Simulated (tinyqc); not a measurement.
## MOS inversion layer, Poisson-Schroedinger loop: effect of the sheet density of electrons

Electrons confined at an insulator interface at z = 0, treated as a hard wall; parabolic valleys, Hartree approximation, no image or exchange terms. The depletion charge lies far deeper than the electrons and gives a uniform field q Nd/(eps0 eps_r); the gate balances all charge. Energies are counted from the band edge at the interface.

Schroedinger equation -(C/mz) psi'' + (V0 + U) psi = E psi, C = hbar^2/(2 m0), psi(0) = 0, on a uniform mesh of 800 nodes with a far wall at 74 nm, 8 levels a set; V0 = q Nd z/(eps0 eps_r); dU/dz = q (Ns - integral of n from 0 to z)/(eps0 eps_r), U(0) = 0; N_k = g md m0 q Vt/(pi hbar^2) ln(1 + exp((EF - E_k)/Vt)), g the number of valleys of the set, sum N_k = Ns. Triangular well: E_k = a_k (C F^2/mz)^(1/3), a_1 = 2.338107, a_2 = 4.087949, C = hbar^2/(2 m0), F in eV/nm. Fang-Howard (all electrons in the lowest level of set A): b^3 = 6 (mz1/C) q (Nd + 11 Ns/32)/(eps0 eps_r), centroid 3/b, level C b^2/(4 mz1) + (3/b) q (Nd + 11 Ns/16)/(eps0 eps_r). The centroid adds 3.9 z_av/eps_r to an oxide-equivalent thickness. Shares under 0.0001 % are printed as 0.

Values chosen for this exercise; masses and permittivity close to those of In0.53Ga0.47As:

| symbol | value | unit | meaning |
|---|---|---|---|
| T | 300 | K | temperature |
| eps_r | 14 |  | relative permittivity |
| mz1 | 0.0408 | m0 | mass along z of valley set A (1 valley(s)) |
| md1 | 0.0406 | m0 | in-plane density-of-states mass of set A |
| Nd | 2.9e11 | cm^-2 | sheet density of depletion charge |

Constants: q = 1.602176634e-19 C, kB = 1.380649e-23 J/K, hbar = 1.054571817e-34 J s, m0 = 9.1093837015e-31 kg, Vt = kB T/q, eps0 = 8.8541878128e-14 F/cm where lengths are in cm, hbar^2/(2 m0) = 0.0380998212 eV nm^2. Results are converted to the units shown.

Results:

| Ns (cm^-2) | A1 (meV) | A2 (meV) | EF (meV) | share of A1 (%) | share of A2 (%) | centroid z_av (nm) | added oxide equivalent (nm) | Fang-Howard centroid (nm) |
|---|---|---|---|---|---|---|---|---|
| 1e11 | 64.7 | 108 | 22.5 | 78.4 | 15.5 | 11.5 | 3.20 | 10.0 |
| 1.7e11 | 71.0 | 116 | 44.3 | 78.7 | 15.4 | 11.2 | 3.12 | 9.77 |
| 3.1e11 | 82.9 | 132 | 75.4 | 79.0 | 15.3 | 10.7 | 2.99 | 9.36 |
| 5.3e11 | 100 | 154 | 112 | 79.1 | 15.3 | 10.1 | 2.82 | 8.83 |
| 1.6e12 | 171 | 246 | 242 | 77.4 | 17.0 | 8.66 | 2.41 | 7.29 |
| 2.9e12 | 241 | 342 | 368 | 74.1 | 19.6 | 7.86 | 2.19 | 6.32 |
| 5e12 | 338 | 480 | 544 | 69.9 | 22.4 | 7.15 | 1.99 | 5.45 |

Estimate the missing row, Ns = 9.4e11 cm^-2.

Computed row:

| Ns (cm^-2) | A1 (meV) | A2 (meV) | EF (meV) | share of A1 (%) | share of A2 (%) | centroid z_av (nm) | added oxide equivalent (nm) | Fang-Howard centroid (nm) |
|---|---|---|---|---|---|---|---|---|
| 9.4e11 | 129 | 191 | 168 | 78.8 | 15.8 | 9.40 | 2.62 | 8.09 |

With this row back in the table: As Ns goes from 1e11 to 5e12, A1 rises from 64.7 to 338 meV, the share of A1 goes from 78.4 through a maximum of 79.1 (at Ns = 5.3e11 among the rows listed) to 69.9 % and the centroid falls from 11.5 to 7.15 nm. A1 goes as Ns^(0.62) between the last two rows (a triangular well in the field of that charge alone gives 2/3). EF lies more than 2 meV above A1 for Ns = 5.3e11, 9.4e11, 1.6e12, 2.9e12, 5e12. The Fang-Howard centroid is 13 % below the full one in the first row, where A1 holds 78.4 %, and 24 % below it in the last, where A1 holds 69.9 %. For Ns = 2.9e12, 5e12 the energies exceed 0.25 eV, where non-parabolicity matters for so light a mass.

Numbers from tinyqc (`OMP_NUM_THREADS=1 python tinyqc.py 2160042 2160043 out.jsonl`; about 0.4 s on one thread of a shared Intel Xeon 2.30GHz).
